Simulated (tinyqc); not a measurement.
# MOSFET in saturation, small-signal circuit and noise: effect of the inversion coefficient on speed and noise

Bias by the inversion coefficient IC = I/Ispec (charge-based model with velocity saturation; weak inversion below 0.1, strong above 10). Common-source circuit: gm, gds, Cgs, Cgd and Cj at the inner nodes, Rg in series with the gate; quasi-static, no source or drain resistance, no gate-body capacitance, no substrate network, no induced gate noise, so fmax is an upper estimate.

Ispec = 2 n mu Cox (W/L) Vt^2, lc = Ls/L, gms = [sqrt((lc IC + 1)^2 + 4 IC) - 1]/[2 + lc (lc IC + 1)], gm = gms Ispec/(n Vt), gds = sg gm. qs = [sqrt(1 + 4 IC) - 1]/2, Cgs = Cox W L qs (2 qs + 3)/(3 (qs + 1)^2) + Cov W, Cgd = Cov W, Cd = Cj W, Rg = Rsh (Wf/L)/(12 Nf) + Rc/W with Nf = W/Wf fingers (not rounded) contacted at both ends. fT = gm/(2 pi (Cgs + Cgd)), fmax = fT/(2 sqrt(Rg (gds + 2 pi fT Cgd))). Channel noise Sid = 4 kB T gam n gm with gam = (1/2 + (2/3) qs)/(1 + qs) + gw lc IC, qs = [sqrt(1 + 4 IC) - 1]/2, lc = Ls/L (the last term an empirical rise with velocity saturation); at the gate, white noise Sw = Sid/gm^2 + 4 kB T Rg. Number fluctuation with correlated mobility: S(f) = K/f, K = q^2 Vt lt Nt/(W L Cox^2) (1 + ac mu Cox I/gm)^2, Vt in eV with Nt per eV. Corner fc = K/Sw. IC is held fixed.

Inputs (values chosen for the exercise):
```
symbol  value         unit                                   meaning
T         300            K                               temperature
L          90           nm                               gate length
W          10           um                          total gate width
Cox      1.46      uF/cm^2                          gate capacitance
mu        330   cm^2/(V s)                                  mobility
n        1.25                                           slope factor
Ls         25           nm                velocity-saturation length
sg      0.064                                           ratio gds/gm
Cov      0.37        fF/um   overlap and fringe capacitance per side
Cj       0.84        fF/um                drain junction capacitance
Rsh        15          ohm              sheet resistance of the gate
Wf          4           um                              finger width
Rc        300       ohm um      gate contact and vertical resistance
gw       0.09               short-channel excess of the noise factor
Nt       1e17  cm^-3 eV^-1                        oxide trap density
lt        0.1           nm          tunnelling length into the oxide
ac      10000        V s/C            Coulomb scattering coefficient
```

Constants: q = 1.602176634e-19 C, kB = 1.380649e-23 J/K, Vt = kB T/q. Results are converted to the units shown.

The same in every row: Rg (ohm) = 52.222.

Result of one run:
```
I (uA)  fT (GHz)  fmax (GHz)  sqrt(Sw) (nV/Hz^0.5)  fc (MHz)
894.44    62.754      101.53                1.9972    26.428
```

Which inversion coefficient IC gave this result: 0.03, 0.1, 1, 10 or 30?

IC = 10.

The whole series:
```
IC    I (uA)  fT (GHz)  fmax (GHz)  sqrt(Sw) (nV/Hz^0.5)  fc (MHz)
0.03  2.6833    1.6458      17.285                11.453   0.35542
0.1   8.9444    4.7046      29.068                6.6013    1.0905
0.3   26.833    10.572      43.147                4.2495    2.7528
1     89.444    21.808      61.079                2.9013    6.5964
3     268.33    38.156      79.849                2.2737    13.143
10    894.44    62.754      101.53                1.9972    26.428
30    2683.3    83.909      116.88                2.1045    52.871
```

As IC goes from 0.03 to 30, fT rises from 1.65 to 83.9 GHz, fmax rises from 17.3 to 117 GHz, the white noise goes from 11.5 through a minimum of 2.00 (at IC = 10 among the rows listed) to 2.10 nV/Hz^0.5 and the corner rises from 0.355 to 52.9 MHz. For IC = 0.03 to 0.3 fmax exceeds 4 fT, where channel resistance and substrate losses, left out here, would cap it.

Computed by the program tinyqc: `OMP_NUM_THREADS=1 python tinyqc.py 2150005 2150006 out.jsonl`, one thread of a shared Intel Xeon 2.30GHz, about 0.01 s for the whole run.
